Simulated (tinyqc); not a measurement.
From results back to parameters: defect, radiative and Auger recombination at equal electron and hole densities (ABC model). Three cases, with inputs chosen for the exercise.

Problem. The peak efficiency, the current at the peak and the differential lifetime there, tau_p = 1/(Ae + 2 B n_p + 3 C n_p^2), are given; Ae, B and C are hidden. n_p = sqrt(Ae/C), Q = B/sqrt(Ae C), IQE_max = Q/(Q + 2).

J/(e d) = Ae n + B n^2 + C n^3 with Ae = A + 4 S/w (four side walls, carriers spread evenly), e = 1.602176634e-19 C, lengths in cm; internal efficiency IQE = B n^2/(Ae n + B n^2 + C n^3); all injected carriers recombine in the layer.

Find: Q; Ae; n_p; B; C.

Method. Q = 2 IQE/(1 - IQE). At the peak B n = Q Ae and C n^2 = Ae, so 1/tau_p = Ae (4 + 2Q) and J = e d Ae n_p (2 + Q); B and C follow.

Case 1.

Values chosen (out of a larger set: orders of magnitude like those quoted for Si; not measured data): d = 180000 nm (active thickness).

IQE_max = 0.0163285
J at the peak = 1.05618 A/cm^2
tau_p = 53460.4 ns

Solution.

Q = 0.0332
Ae = 4.60e+03 1/s
n_p = 3.92e+16 1/cm^3
B = 3.9e-15 cm^3/s
C = 3.0e-30 cm^6/s

Case 2.

Values chosen (out of a larger set: orders of magnitude like those quoted for GaAs; not measured data): d = 60 nm (active thickness).

IQE_max = 0.957406
J at the peak = 2017.27 A/cm^2
tau_p = 0.819110 ns

Solution.

Q = 45.0
Ae = 1.30e+07 1/s
n_p = 3.44e+18 1/cm^3
B = 1.7e-10 cm^3/s
C = 1.1e-30 cm^6/s

Case 3.

Values chosen (out of a larger set: orders of magnitude like those quoted for Si; not measured data): d = 110000 nm (active thickness).

IQE_max = 0.0113589
J at the peak = 2.18847 A/cm^2
tau_p = 27160.5 ns

Solution.

Q = 0.0230
Ae = 9.10e+03 1/s
n_p = 6.75e+16 1/cm^3
B = 3.1e-15 cm^3/s
C = 2.0e-30 cm^6/s

Computed by tinyqc, one run a case: `OMP_NUM_THREADS=1 python tinyqc.py N N+1 out.jsonl` with N = 1651721, 1651722, 1651772; one thread of a shared Intel(R) Xeon(R) Processor @ 2.30GHz, about 0.01 s a run at most.
